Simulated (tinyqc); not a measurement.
# Thermal, flicker and telegraph noise of a field-effect transistor, step by step

A worked calculation. Computed by tinyqc, a small Python program that keeps every step. Command: `OMP_NUM_THREADS=1 python tinyqc.py 3004490 3004491 out.jsonl noise walk`. One thread of a shared host (Intel(R) Xeon(R) Processor @ 2.30GHz), about 0.01 s of CPU time with the checks. Intermediate numbers are printed to about 7 digits and carried at full precision; extremes and crossings named in words are read from the listed rows.

Strong inversion, threshold roll-off and channel-length modulation left out; noise sources are uncorrelated and are given as one-sided spectral densities.

Inputs (values chosen for the exercise, modelled on a silicon n-channel):
```
quantity                        value         unit
width W                            60   micrometre
length L                         1100           nm
electrical oxide thickness t      4.4           nm
mobility mu                       190   cm^2/(V s)
saturation velocity v_s          0.87     1e7 cm/s
overdrive V_ov                   0.61            V
thermal noise factor gamma      0.667            -
oxide trap density N_t        1.5e+18  1/(eV cm^3)
oxide barrier phi                 1.8           eV
oxide mass m_ox                  0.34          m_0
frequency f                      1000           Hz
temperature T                     300            K
```

Operating region: saturation. Flicker model: number fluctuation.

Constants: eps_0 = 8.8541878128e-12 F/m; hbar = 1.054571817e-34 J s; m_0 = 9.1093837015e-31 kg; e = 1.602176634e-19 C; k_B = 8.617333262e-05 eV/K; k_B = 1.380649e-23 J/K.

## Operating point

C_ox = 3.9 eps_0/t; V_c = 2 v_s L/mu; I = W C_ox v_s V_ov^2/(V_ov + V_c); g_m = W C_ox v_s V_ov (V_ov + 2 V_c)/(V_ov + V_c)^2; g_d0 = mu C_ox (W/L) V_ov.

C_ox = 0.7848030 microfarad/cm^2

drain current I = 1426.822 microampere

g_m = 4544.553 microsiemens

g_d0 = 4961.382 microsiemens

## Flicker noise

Tunnelling length lambda = hbar/(2 sqrt(2 m_ox phi)); flat-band noise S_Vfb = e^2 k_B T lambda N_t/(W L C_ox^2 f). S_I = g_m^2 S_Vfb.

tunnelling length lambda = 1.247544 angstrom

S_Vfb = 3.054898e-14 V^2/Hz

flicker S_I = 6.309270e-19 A^2/Hz

flicker S_I/I^2 = 3.099128e-13 1/Hz

## Thermal noise and corner

Thermal: S_I = 4 k_B T gamma g_d0; input-referred S_V = S_I/g_m^2; corner f_c where flicker equals thermal. Total input noise from 1 Hz to f_c: sqrt(S_V,thermal [f_c ln(f_c/1 Hz) + f_c - 1 Hz]).

thermal S_I = 5.482682e-23 A^2/Hz

input-referred thermal noise = 1.629316 nV/sqrt(Hz)

corner frequency f_c = 1.150764e+07 Hz

input noise up to f_c = 22.96149 microvolt

full shot noise 2eI over thermal S_I = 8.339061

At f the noise is flicker dominated (f_c/f = 11500).

## How many traps?

Active traps per decade of time constant: N_dec = N_t k_B T W L lambda ln(10); a single trap at the interface shifts the threshold by e/(W L C_ox) and the current by g_m times that; tunnelling depth for frequency f, z = lambda ln(1/(2 pi f tau_0)), tau_0 = 1e-10 s.

traps per decade = 735.1920

threshold step of one trap = 3.093184e-04 mV

current step of one trap = 9.852064e-05 %

depth probed at f = 1.781520 nm

With several traps per decade their Lorentzians merge into 1/f.

## Telling the models apart

The formulas are those given above.

Against the overdrive:
```
V_ov (V)  I (microampere)  (g_m/I)^2 (1/V^2)  S_I/I^2 (1/Hz)  S_I/g_m^2 (V^2/Hz)
0.20              159.502           98.06275    2.995717e-12        3.054898e-14
0.25              248.014           62.45955    1.908075e-12        3.054898e-14
0.32              403.610           37.86910    1.156862e-12        3.054898e-14
0.40              625.823           24.05434    7.348356e-13        3.054898e-14
0.50              968.601           15.25235    4.659437e-13        3.054898e-14
0.63             1519.074            9.49365    2.900214e-13        3.054898e-14
0.80             2411.207            5.79863    1.771423e-13        3.054898e-14
1.00             3699.466            3.64694    1.114102e-13        3.054898e-14
```

S_I/I^2 falls as V_ov^-2.02 at first and V_ov^-2.08 at the end; (g_m/I)^2 as V_ov^-2.02 and V_ov^-2.08. The two run parallel and the input-referred noise is flat: the mark of pure number fluctuation.

Checks made by the program: g_m against a numerical derivative of I (relative difference below 1e-10).
